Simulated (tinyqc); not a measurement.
Kinetics of strain relaxation and threading dislocations in mismatched semiconductor layers: one step, computed by the program tinyqc.

60-degree dislocations on {111} planes of a (001) layer, isotropic elasticity. The Schmid factor is 1/sqrt(6), and a misfit segment relieves strain with b/2.

Question. Excess stress and glide velocity at the start. Excess resolved stress tau = (1/sqrt 6) [2 G (1 + nu)/(1 - nu)] (e - e_eq), e_eq = b (1 - nu/4) [ln(h/b) + 1]/(4 pi (1 + nu) h), the Matthews-Blakeslee strain of an uncapped layer; glide velocity v = v0 tau exp(-Q/(k_B T)), tau in MPa.

Inputs (values chosen for the exercise, modelled on Ge on Si):

| quantity | value | unit |
|---|---|---|
| misfit f | 0.0391 | - |
| shear modulus G | 56.5 | GPa |
| Poisson ratio nu | 0.26 | - |
| Burgers vector b | 4 | angstrom |
| glide activation energy Q | 1.57 | eV |
| velocity prefactor v0 | 26000 | m/s per MPa |
| layer thickness h | 22 | nm |
| anneal temperature T | 654 | K |

Constants: k_B = 8.617333262e-05 eV/K.

Give: equilibrium strain e_eq; excess stress tau; mobility v/tau; initial velocity.

Answer.

equilibrium strain e_eq = 0.0053762

excess stress tau = 2649.0 MPa

mobility v/tau = 2.0722e-08 m/s per MPa

initial velocity = 54.891 micrometre/s

Caution: at stresses above about 1 GPa the linear velocity law understates glide, as stress lowers the kink barrier. Caution: at such misfit the layer islands and relaxes during the first nanometres, so a uniform strained start is an idealisation.
